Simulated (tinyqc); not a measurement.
# Charge stability of a double quantum dot, constant-interaction model with a charge sensor: from two dots to one

Capacitance matrix C = [[C1, -Cm], [-Cm, C2]], C1 = G1 + X1 + Cm + L1, C2 = G2 + X2 + Cm + L2. Gate charges n1 = (G1 V1 + X1 V2)/q, n2 = (X2 V1 + G2 V2)/q. The state (N1, N2) has U = (1/2) d^T E d with d = (N1 - n1, N2 - n2) and E = q^2 C^(-1). Leads at 0 V; no tunnel coupling, spin or level spacing. The sensor reads s1 <N1> + s2 <N2>.

The states (0,0), (1,0), (0,1) meet where E n = (EC1/2, EC2/2), and (1,1), (1,0), (0,1) where E n = (EC1/2 + ECm, EC2/2 + ECm); the gate voltages follow from n.

Inputs (values chosen for the exercise): gate 1 to dot 1 G1 = 22 aF; gate 2 to dot 2 G2 = 17 aF; gate 2 to dot 1 X1 = 3.6 aF; gate 1 to dot 2 X2 = 1.8 aF; dot 1 to leads and ground L1 = 45 aF; dot 2 to leads and ground L2 = 93 aF.

Constants: q = 1.602176634e-19 C. Results are converted to the units shown.

From two dots to one:

| Cm (aF) | EC1 (meV) | ECm (meV) | ECm/EC1 | separation of the triple points in n1 + n2 |
|---|---|---|---|---|
| 1.3 | 2.2288 | 0.025618 | 0.011494 | 0.029165 |
| 3.3 | 2.1708 | 0.062239 | 0.028671 | 0.070856 |
| 8.7 | 2.0365 | 0.14704 | 0.072199 | 0.16739 |
| 23 | 1.7866 | 0.30484 | 0.17062 | 0.34705 |
| 61 | 1.4556 | 0.51386 | 0.35301 | 0.58500 |
| 160 | 1.1745 | 0.69139 | 0.58867 | 0.78712 |
| 420 | 1.0083 | 0.79634 | 0.78977 | 0.90659 |
| 1100 | 0.93104 | 0.84514 | 0.90774 | 0.96215 |

What does the table show?

ECm/EC1 rises from 0.0115 to 0.908 (it equals Cm/C2), and the separation rises from 0.0292 to 0.962. Zero means a square lattice of independent dots; 1 means parallel lines one electron apart, as for a single large dot. EC1 falls from 2.23 to 0.931 meV.

Computed by the program tinyqc: `OMP_NUM_THREADS=1 python tinyqc.py 2470019 2470020 out.jsonl`, one thread of a shared Intel Xeon 2.30GHz, about 0.01 s for the whole run.
